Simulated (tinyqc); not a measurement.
Inside a calculation. Method: plane-wave Kohn-Sham cycle with exchange-only LDA in a layered model solid. One step of it, computed by the program tinyqc.

Task: Iteration 1: Hamiltonian at one k. H(m,m') = (k + G_m)^2/2 delta + V(G_m - G_m'), with V(-G) = V(G).

A solid whose potential varies along x alone (atomic units):
```
parameter                      value
period a                    6.900000
cross-section of the cell  37.000000
electrons per cell                 2
grid points                       16
plane waves -n..n, n               3
k points                           3
V1 in V1 cos(2 pi x/a)     -0.610000
```

V(G_m), m = 0, 1, 2, ... (hartree): -0.195577  -0.305000  0.000000  0.000000  0.000000  0.000000  0.000000

k = 0.000000 2 pi / a

Give: H.

Result:

H (hartree):
```
         -3       -2       -1       +0       +1       +2       +3
-3   3.5358  -0.3050   0.0000   0.0000   0.0000   0.0000   0.0000
-2  -0.3050   1.4628  -0.3050   0.0000   0.0000   0.0000   0.0000
-1   0.0000  -0.3050   0.2190  -0.3050   0.0000   0.0000   0.0000
+0   0.0000   0.0000  -0.3050  -0.1956  -0.3050   0.0000   0.0000
+1   0.0000   0.0000   0.0000  -0.3050   0.2190  -0.3050   0.0000
+2   0.0000   0.0000   0.0000   0.0000  -0.3050   1.4628  -0.3050
+3   0.0000   0.0000   0.0000   0.0000   0.0000  -0.3050   3.5358
```
